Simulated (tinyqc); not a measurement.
Comparisons within one model: averaged masses of warped heavy- and light-hole bands. A value that a table varies takes the place of the one given here.

Four-band hole energies E = c k^2 f(u), c = hbar^2/2m0, f = g1 -/+ 2 sqrt(g2^2 + 3 (g3^2 - g2^2) s), s = ux^2 uy^2 + uy^2 uz^2 + uz^2 ux^2 for the unit vector u; minus for heavy, plus for light holes; the mass along u is 1/f.

Grid: n x n midpoints in cos(theta) from 0 to 1 and phi from 0 to pi/2, equal weights. m_d = <f^(-3/2)>^(2/3). Conductivity mass for one scattering time: 1/m_c = <|w|^2 f^(-5/2)>/<f^(-3/2)> with w = grad_k(k^2 f)/(2 k), that is |w|^2 = f^2 + |angular gradient of f|^2/4.

Inputs chosen for the exercise (out of a larger set: near those of Si; not measured data): g1 = 4.31 (Luttinger gamma1); g2 = 0.34 (gamma2); g3 = 1.45 (gamma3).

## Ways to average over directions

Heavy and light m_d on grids of growing n, against n = 160; also the three-direction rule <F> = (10 F[100] + 16 F[110] + 9 F[111])/35 and the spherical masses 1/(g1 (1 -/+ mu)), mu = (6 g3 + 4 g2)/(5 g1).

Masses (m0):
```
method             heavy   light  error heavy (%)  error light (%)
grid n = 1        0.6986  0.1391            36.17            -9.90
grid n = 2        0.5273  0.1499             2.78            -2.89
grid n = 3        0.5203  0.1521             1.43            -1.47
grid n = 5        0.5154  0.1533             0.47            -0.68
grid n = 10       0.5137  0.1540             0.13            -0.24
grid n = 160      0.5130  0.1544             0.00             0.00
three directions  0.5321  0.1607             3.71             4.11
spherical         0.4352  0.1582           -15.17             2.45
[100] alone       0.2755  0.2004           -46.30            29.80
```

What can be read from the table?

The heavy mass is within 1 % from grid n = 5 on. Three directions err by +3.71 %, the spherical form by -15.17 % and [100] alone by -46.3 %; for light holes the same three err by +4.11, +2.45 and +29.8 %. The power -3/2 weights the heavy directions near [111], which a mean of f misses.

## Cyclotron masses against the field direction

For the central orbit m_cyc is the mean of 1/f(u) over the directions u normal to B (360 points on the circle). B lies in the (1-10) plane at the angle from [001]; 54.7 degrees is [111], 90 is [110].

Masses (m0):
```
angle (degrees)   heavy   light
0.0              0.4139  0.1671
15.0             0.4418  0.1613
30.0             0.5051  0.1525
45.0             0.5549  0.1471
54.7             0.5632  0.1461
70.0             0.5531  0.1484
90.0             0.5399  0.1536
```

What does this show, and why?

The heavy mass is smallest at 0 and largest at 54.7 degrees of the angles listed, a spread of 36 %; the light mass varies by 14.4 %. The orbit normal to [001] has s between 0 and 1/4, the orbit normal to [111] has s = 1/4 all round, which gives 1/(g1 - sqrt(g2^2 + 3 g3^2)) = 0.5632. This is the classical limit; low Landau levels of holes depart from it.

## Several materials

The inputs are values chosen for the exercise; n = 40; delta = (g3 - g2)/g1.

Results:
```
case            g1    g2    g3  m_d heavy  m_c heavy  m_d light  delta
A near AlAs   3.78  0.82  1.42      0.774      0.639     0.1620  0.159
B near Si     4.29  0.34  1.45      0.519      0.413     0.1548  0.259
C near GaAs   6.94  2.06  2.92      0.619      0.483     0.0825  0.124
D near InAs  20.03  8.54  9.15      0.463      0.424     0.0264  0.030
E near GaP    4.05  0.49  1.24      0.502      0.442     0.1666  0.185
F near InP    5.09  1.61  2.11      0.842      0.709     0.1121  0.098
```

How do the results move?

Heavy masses span a factor of 1.8 and light ones 6.3: the coupling to the conduction band adds to g1, 2 g2 and 2 g3 alike, so it cancels for heavy holes and doubles for light ones. The ratio m_c/m_d of the heavy holes is lowest for C (0.78); delta is largest for B; the heavy band feels the warping rather through (g3 - g2)/(g1 - 2 g3), which runs from 0.35 to 0.80 here and is 0.78 for the case with the lowest ratio.

## What each parameter does

n = 40. Each row changes one parameter from the base and keeps the others.

Results:
```
case        m_d heavy (m0)  m_c heavy (m0)  m_d light (m0)  m_c light (m0)
base                0.5131          0.4103          0.1544          0.1486
g1 = 4.181          0.5517          0.4301          0.1575          0.1514
g2 = 0.35           0.5136          0.4114          0.1543          0.1486
g3 = 1.406          0.4937          0.4046          0.1558          0.1504
```

What can be read from the table?

The largest shifts from the base row, up to three for each result and ties (the steps differ in size, so this ranks the rows, not the parameters). m_d heavy (m0): g1 +0.0387, g3 -0.0194, g2 +0.0005. m_c heavy (m0): g1 +0.0197, g3 -0.0057, g2 +0.0011. m_d light (m0): g1 +0.0032, g3 +0.0015, g2 -0.0001. m_c light (m0): g1 +0.0028, g3 +0.0017; unchanged at the printed digits by g2.

Computed by tinyqc, a small Python program: `OMP_NUM_THREADS=1 python tinyqc.py 1080471 1080472 out.jsonl` (the numbers bound the seed that draws the inputs); one thread of a shared host (Intel(R) Xeon(R) Processor @ 2.30GHz), about 0.03 s for the whole set of steps.
